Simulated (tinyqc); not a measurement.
Finnis-Sinclair potential for a bcc metal: fit to cohesion and elasticity, then vacancy, surfaces and structure: one step, computed by the program tinyqc.

E = (1/2) sum V(r) - A sqrt(rho), rho = sum phi(r), phi = (r - d)^2 for r < d, V = (r - c)^2 (c0 + c1 r + c2 r^2) for r < c. In bcc the 8 first neighbours lie at sqrt(3) a/2 and the 6 second at a; both cut-offs lie below the third shell; Omega = a^3/2; E is per atom and z the number of atoms in a shell. The four constants A, c0, c1, c2 are fitted to E_c, zero pressure, B and C12 - C44 alone, so C44 and C11 - C12 are not matched singly; defects are unrelaxed.

Problem. Density sums and the constant A. rho = sum z phi, rho1 = sum z r phi', rho2 = sum z r^2 phi''. At zero pressure the effective pair part V + 2 F' phi obeys C12 = C44, so C12 - C44 = F'' (rho1/3)^2/Omega with F'' = A/(4 rho^(3/2)); this gives A.

Inputs (values chosen for the exercise, modelled on molybdenum): lattice constant a = 3.147 angstrom; target C12 = 158 GPa; target C44 = 110 GPa; density cut-off d/a = 1.316.

Constants: 1 eV/angstrom^3 = 160.2176634 GPa.

Give: rho; rho1; rho2; A.

Solution.

rho = 21.976 angstrom^2

rho1 = -99.304 angstrom^2

rho2 = 237.69 angstrom^2

A = 1.7558 eV/angstrom
